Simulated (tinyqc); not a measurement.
Composition against offsets: model-solid line-up of a strained alloy layer on a substrate.

All values of the alloy are linear in x but the gap, Eg(x) = (1 - x) Eg_A + x Eg_B - C x (1 - x), and the valence edge, Ev(x) = (1 - x) Ev_A + x Ev_B + fv C x (1 - x); Ec = Ev + Eg. Ev is the top of the unstrained valence band on a scale common to all materials. In the layer only the Gamma valley of the conduction band is followed, also where an X or L valley would lie lower.

Coherent growth on a (001) face: e_par = (a_s - a)/a, e_perp = -2 (C12/C11) e_par; exx = eyy = e_par, ezz = e_perp, no shear.

Strained edges: Ec + ac tr(e); the valence edges are Ev plus the levels of the 6 x 6 matrix of X, Y, Z times spin with -Dso/3 + l exx + m (eyy + ezz) on the diagonal (cyclic), n exy off it, l = av + 2 b, m = av - b, n = sqrt(3) d. Spin-orbit term (Dso/3) L.sigma on X, Y, Z with (L_k)_ij = -i epsilon_kij: <X+|H|Y+> = -i Dso/3, <X+|H|Z-> = Dso/3, <Y+|H|Z-> = -i Dso/3, <Z+|H|X-> = -Dso/3, <Z+|H|Y-> = i Dso/3, <X-|H|Y-> = i Dso/3, and their conjugates; + and - are the spin along z.

dEc = Ec(substrate) - Ec(layer), dEv = Ev(layer) - Ev(substrate); positive values confine the carrier in the layer. Type I: both of one sign; type II: opposite signs; type III: the gaps do not overlap.

Parameters, chosen for this exercise (A near GaP, B near InP, substrate near GaAs; shifted at random, so the results belong to these values and not to a real crystal): a = (5.457, 5.861) angstrom (lattice constant of A, B); Eg = (2.913, 1.41) eV (gap at Gamma to the s-like level of A, B); Dso = (0.081, 0.109) eV (spin-orbit splitting of A, B); Ev = (-1.26, -0.93) eV (top of the unstrained valence band of A, B); ac = (-8.21, -6.04) eV (conduction deformation potential of A, B); av = (1.72, 0.59) eV (valence hydrostatic potential of A, B); b = (-1.59, -1.98) eV (tetragonal shear potential of A, B); d = (-4.66, -5.02) eV (trigonal shear potential of A, B); C11 = (141.7, 101.9) GPa (of A, B); C12 = (61.2, 55.5) GPa (of A, B); C44 = (69.4, 45.9) GPa (of A, B); C = 0.552 eV (bowing of the gap); fv = 0 (share of the bowing taken by the valence edge); a_s = 5.651 angstrom (substrate); Eg_s = 1.52 eV (lowest gap of the substrate); Ev_s = -0.79 eV (substrate valence edge); face = 001 (growth face).

Each composition is strained to the same substrate.

Results:

| x | e_par (%) | relaxed gap (eV) | strained gap (eV) | valence splitting (meV) | dEc (eV) | dEv (eV) | type |
|---|---|---|---|---|---|---|---|
| 0.08 | 2.95 | 2.752 | 2.276 | 246 | -0.523 | -0.233 | I |
| 0.20 | 2.04 | 2.524 | 2.207 | 173 | -0.425 | -0.263 | I |
| 0.32 | 1.16 | 2.312 | 2.143 | 96 | -0.334 | -0.290 | I |
| 0.44 | 0.29 | 2.116 | 2.078 | 22 | -0.249 | -0.309 | I |
| 0.55 | -0.50 | 1.950 | 1.974 | 28 | -0.177 | -0.276 | I |
| 0.79 | -2.17 | 1.634 | 1.705 | 58 | -0.042 | -0.143 | I |
| 0.91 | -2.98 | 1.500 | 1.574 | 63 | 0.015 | -0.069 | II |

Give the missing row, x = 0.67.

Computed row:
```
x     e_par (%)  relaxed gap (eV)  strained gap (eV)  valence splitting (meV)  dEc (eV)  dEv (eV)  type
0.67      -1.34             1.784              1.838                       50    -0.106    -0.212     I
```

The alloy matches the substrate at x = 0.480, where the top valence edge changes its character and the splitting passes through zero. The strained gap runs from 2.276 to 1.574 eV, against 2.752 to 1.500 eV for the relaxed alloy: strain takes back part of the change that the composition makes. Strains above 2 % can be kept only in layers of a few nanometres. The type changes: I to II between x = 0.79 and 0.91. Offsets below about 50 meV are within the spread of parameter sets, so those rows do not settle the type. Where the alloy is indirect its X or L edge, left out, lies lower and sets the real gap and dEc.

Run: tinyqc, `OMP_NUM_THREADS=1 python tinyqc.py 1081531 1081532 out.jsonl`; Intel(R) Xeon(R) Processor @ 2.30GHz, one thread, shared host; about 0.01 s of CPU time with all checks.
